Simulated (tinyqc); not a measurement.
Metal gate on a two-layer dielectric stack with fixed charge and a dipole: one step of the calculation.

Gate, layer 2, layer 1, p-type semiconductor; x runs from the gate inwards. Charges are counted in units of +q. psi is the band bending at the surface, positive towards inversion. Classical charge, Boltzmann statistics, no interface traps.

Task. Flat-band voltage, term by term. EOT = 3.9 (t1/e1 + t2/e2), Cox = eps0/(t1/e1 + t2/e2); phi_ms = pM - (chi + Eg - Vt ln(Nv/Na)). Vfb = phi_ms + Vd - (q/eps0) [Q1 (t1/e1 + t2/e2) + Q2 t2/e2 + r1 (t1^2/(2 e1) + t1 t2/e2) + r2 t2^2/(2 e2)]: each charge counts with its electrical distance from the gate.

Values chosen for this exercise; band and dielectric values close to those of silicon, layer 1 close to silicon dioxide, layer 2 close to hafnium oxide:
- T = 300 K (temperature)
- Eg = 1.12 eV (band gap)
- Nv = 2.67e19 cm^-3 (valence-band density of states at T)
- chi = 4 eV (electron affinity)
- Na = 2.2e16 cm^-3 (acceptor density)
- pM = 4.12 eV (work function of the gate metal)
- t1 = 1.6 nm (thickness of layer 1, next to the semiconductor)
- e1 = 3.97 (relative permittivity of layer 1)
- t2 = 1.2 nm (thickness of layer 2, next to the gate)
- e2 = 22.3 (relative permittivity of layer 2)
- Q1 = 7.3e11 cm^-2 (fixed charge at the semiconductor interface)
- Q2 = 1.1e11 cm^-2 (fixed charge between the layers)
- r1 = 8.7e18 cm^-3 (uniform charge density in layer 1)
- r2 = 0 cm^-3 (uniform charge density in layer 2)
- Vd = 0 V (flat-band shift by a dipole layer between the layers)

Constants: q = 1.602176634e-19 C, kB = 1.380649e-23 J/K, Vt = kB T/q, eps0 = 8.8541878128e-14 F/cm where lengths are in cm. Results are converted to the units shown.

Find: terms; Vfb.

Result.

terms (V): phi_ms -0.81642, dipole 0.00000, Q1 -0.06035, Q2 -0.00107, r1 -0.06431, r2 0.00000
Vfb = -0.94214 V

Apart from phi_ms the largest term is that of r1, -64.3 mV; all charges and the dipole together move Vfb by -126 mV.

tinyqc, about 0.01 s, one thread, Intel Xeon 2.30GHz (shared host): `OMP_NUM_THREADS=1 python tinyqc.py 2010093 2010094 out.jsonl`
